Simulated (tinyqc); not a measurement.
What moves the exposure: standing waves and exposure in a photoresist film.

Normal incidence from air. Unexposed resist: N1 = n1 + i k1 with k1 = (A + B) lam/(4 pi), lam in micrometres. r01 = (1 - N1)/(1 + N1), t01 = 2/(1 + N1). Below the resist lie the layer Na = na + i ka and the substrate Ns = ns + i ks: r12 = (r1a + ras x)/(1 + r1a ras x), x = exp(4 pi i Na da/lam), r1a = (N1 - Na)/(N1 + Na), ras = (Na - Ns)/(Na + Ns). With p = exp(2 pi i N1 d/lam), the field at depth z is E(z) = t01 [exp(2 pi i N1 z/lam) + r12 p^2 exp(-2 pi i N1 z/lam)]/(1 + r01 r12 p^2), the relative intensity I(z) = n1 |E(z)|^2 and the reflectance R = |(r01 + r12 p^2)/(1 + r01 r12 p^2)|^2.

Parameters, chosen for this exercise (a resist on W, indices near tabulated ones; the results hold for these values, not for the real material): lam = 365 nm (vacuum wavelength); n1 = 1.694 (resist index); A = 0.51 1/micrometre (bleachable absorption (Dill A)); B = 0.05 1/micrometre (fixed absorption (Dill B)); d = 817 nm (resist thickness); ns = 3.408 (substrate n); ks = 2.357 (substrate k); na = 1.718 (n of the bottom antireflection layer); ka = 0.299 (its k); da = 87 nm (its thickness).

The mean of I is over 800 depths.

Results for these values:

| case | \|r12\|^2 | R | mean I | I at the bottom |
|---|---|---|---|---|
| base | 0.0253 | 0.0273 | 0.8006 | 0.4479 |

What happens to each result for ka = 0.389, all else kept?

Answer: |r12|^2 falls from 0.0253 to 0.0141; R rises from 0.0273 to 0.0410; mean I falls from 0.8006 to 0.7822; I at the bottom rises from 0.4479 to 0.4740.

The same for each parameter in turn:

| case | \|r12\|^2 | R | mean I | I at the bottom |
|---|---|---|---|---|
| base | 0.0253 | 0.0273 | 0.8006 | 0.4479 |
| d = 827 nm | 0.0253 | 0.0420 | 0.7875 | 0.4382 |
| n1 = 1.711 | 0.0238 | 0.0403 | 0.7897 | 0.4464 |
| B = 0.25 1/micrometre | 0.0254 | 0.0318 | 0.7359 | 0.3776 |
| ks = 2.121 | 0.0222 | 0.0293 | 0.7965 | 0.4563 |
| da = 97 nm | 0.0364 | 0.0392 | 0.8041 | 0.4133 |
| ka = 0.389 | 0.0141 | 0.0410 | 0.7822 | 0.4740 |

Computed by tinyqc, a small Python program: `OMP_NUM_THREADS=1 python tinyqc.py 1650929 1650930 out.jsonl` (the numbers bound the seed that draws the inputs); one thread of a shared host (Intel(R) Xeon(R) Processor @ 2.30GHz), about 0.01 s for the whole set of steps.
